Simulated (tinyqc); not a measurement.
## Partial widths from the peak

Inverse problem. A Breit-Wigner resonance has total width G = GL + GR and peak transmission Tp = 4 GL GR/G^2. GR is known to be the larger. Find GL, GR and the lifetime hbar/G.

Constants: q = 1.602176634e-19 C, hbar = 1.054571817e-34 J s. Results are converted to the units shown.

G = 2.5078305 meV
Tp = 0.86193911

Solution. GL and GR have the sum G and the product Tp G^2/4, so they are (G/2)(1 +/- sqrt(1 - Tp)).

GL = 0.7880 meV
GR = 1.720 meV
lifetime = 262.5 fs

Numbers from tinyqc (`OMP_NUM_THREADS=1 python tinyqc.py 2600016 2600017 out.jsonl`; about 0.05 s on one thread of a shared Intel Xeon 2.30GHz).
